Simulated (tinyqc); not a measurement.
Adding atomic layers: valley splitting of a silicon quantum well in envelope theory.

The well lies at 0 < z < L; U(z) = V0 [1/(1 + exp(z/w)) + 1/(1 + exp((L - z)/w))] - e F z, 1 mV/nm = 1e-4 eV/angstrom. The envelope psi solves -(c/ml) psi'' + U psi = E psi, c = hbar^2/2m0, by three-point differences on a grid of 0.1 angstrom from -40 to L + 40 angstrom. The two valleys at +/- k0 couple through D = C0 times the integral of exp(-i q z) U(z) psi^2, q = 2 k0 (2 pi/a), and split by Ev = 2|D|.

Constants: hbar^2/2m0 = 3.80998211 eV angstrom^2.

Values chosen for the exercise (near those of a strained Si well in SiGe; not measured data): V0 = 0.19 eV (conduction offset); ml = 0.899 m0 (mass along z); F = 9.5 mV/nm (field pressing towards the upper interface); k0 = 0.85 2 pi/a (valley position); a = 5.431 angstrom (lattice constant); C0 = 0.247 (Bloch overlap factor); Ls = (98, 99.4, 100.7, 102.1, 103.4, 104.8, 106.1, 107.5) angstrom (widths in steps of one atomic layer, a/4, rounded to the grid); F2 = 0.5 mV/nm (second field, zero or weak); w1 = 0.8 angstrom (interface width for this table).

The smooth splitting Ev = 2|D| with w = w1, at the field F2 and at F.

Results:
```
L (angstrom),q L mod 2 pi,Ev at F2 (micro-eV),Ev at F (micro-eV)
98.0,4.25,2.30,17.4
99.4,0.72,1.66,17.4
100.7,3.27,1.55,17.4
102.1,6.03,2.12,17.4
103.4,2.30,0.927,17.4
104.8,5.05,2.15,17.4
106.1,1.33,1.10,17.4
107.5,4.08,1.79,17.4
```

What does the comparison show, and why?

At F2 the splitting swings between 0.927 and 2.3 micro-eV, a ratio of 2.49, as the two interfaces add with the phase q L, which advances on average by 2.67 rad a layer. At F the ratio is 1.00, where in the first row psi^2 at the upper interface is 6.37e+04 times that at the lower one: one interface dominates and the interference fades.

Computed by tinyqc, a small Python program: `OMP_NUM_THREADS=1 python tinyqc.py 1252221 1252222 out.jsonl` (the numbers bound the seed that draws the inputs); one thread of a shared host (Intel(R) Xeon(R) Processor @ 2.30GHz), about 0.2 s for the whole set of steps.
